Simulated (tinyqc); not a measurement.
Leakage against temperature: trap-assisted generation and recombination current of an abrupt junction. Computed by tinyqc, a small Python program. Command: `OMP_NUM_THREADS=1 python tinyqc.py 3011506 3011507 out.jsonl junctionleak walk`. One thread of a shared host (Intel(R) Xeon(R) Processor @ 2.30GHz), about 0.01 s of CPU time with the checks.

Depletion approximation, flat quasi-Fermi levels across the depleted layer, long neutral regions with minority lifetimes tau_n and tau_p, full ionisation and Boltzmann statistics. Voltages in exponents stand for e V.

Inputs (values chosen for the exercise, with bands and screening modelled on InP):
```
quantity                              value    unit
gap E_g                                1.35      eV
electron mass m_e                     0.082     m_0
valleys M_c                               1       -
hole mass m_h                         0.583     m_0
dielectric constant eps                12.1       -
acceptor density N_A                2.1e+16   cm^-3
donor density N_D                   1.1e+18   cm^-3
capture time tau_n                  1.4e-05       s
capture time tau_p                  4.8e-06       s
trap level E_t - E_i                   0.19      eV
electron diffusion coefficient D_n       90  cm^2/s
hole diffusion coefficient D_p          2.1  cm^2/s
reverse bias V_r                        1.4       V
temperature T                           350       K
```

Field enhancement: none.

Constants: k_B = 8.617333262e-05 eV/K; m_0 = 9.1093837015e-31 kg; k_B = 1.380649e-23 J/K; h = 6.62607015e-34 J s; e = 1.602176634e-19 C; eps_0 = 8.8541878128e-12 F/m.

Method:
- N_c = 2 M_c (2 pi m_e k_B T/h^2)^(3/2) and N_v = 2 (2 pi m_h k_B T/h^2)^(3/2), masses in units of m_0.
- n_i = sqrt(N_c N_v) exp(-E_g/2 k_B T); V_bi = (k_B T/e) ln(N_A N_D/n_i^2); diffusion saturation current J_d0 = e n_i^2 [sqrt(D_n/tau_n)/N_A + sqrt(D_p/tau_p)/N_D].
- W = sqrt(2 eps eps_0 (V_bi - V)(1/N_A + 1/N_D)/e), x_p = W N_D/(N_A + N_D), x_n = W - x_p, peak field F_m = 2 (V_bi - V)/W; reverse bias means V = -V_r.
- Potential from the p edge: phi = (V_bi - V) x^2/(x_p W) on the p side and (V_bi - V)[1 - (W - x)^2/(x_n W)] on the n side; p = N_A exp(-phi/k_B T), n = n_i^2 exp(V/k_B T)/p; U = (n p - n_i^2)/[tau_p (n + n_i exp(dE/k_B T)) + tau_n (p + n_i exp(-dE/k_B T))], dE = E_t - E_i, n1 = n_i exp(dE/k_B T), p1 = n_i exp(-dE/k_B T); J_t = e int U dx by the trapezoid rule on 400 intervals on each side.
- The gap, capture times and diffusion coefficients are held fixed. J_g = -J_t at V = -V_r. The last column is -k_B d ln(J_g + J_d0)/d(1/T) from this row and the one above.

Reverse current:
```
T (K)  generation (A/cm^2)  diffusion (A/cm^2)  activation energy (eV)
280             4.3985e-16          5.2270e-20                       -
320             4.7895e-14          8.5035e-17                  0.9057
350             8.1184e-13          7.3921e-15                  0.9129
390             1.8276e-11          1.0081e-12                  0.9289
440             4.1381e-10          1.3903e-10                  0.9925
490             5.0663e-09          7.2643e-09                  1.1537
560             8.2150e-08          5.8994e-07                  1.3506
```

What follows from these numbers?

The activation energy goes from 0.906 to 1.351 eV. Generation alone gives about E_g/2 + dE if tau_p exp(dE/k_B T) exceeds tau_n exp(-dE/k_B T), else E_g/2 - dE, here 0.865 eV, plus 1.5 k_B T and diffusion E_g = 1.35 eV plus 3 k_B T; diffusion takes over by 490 K.

Extremes, crossings and ranges named in words are read from the listed rows.
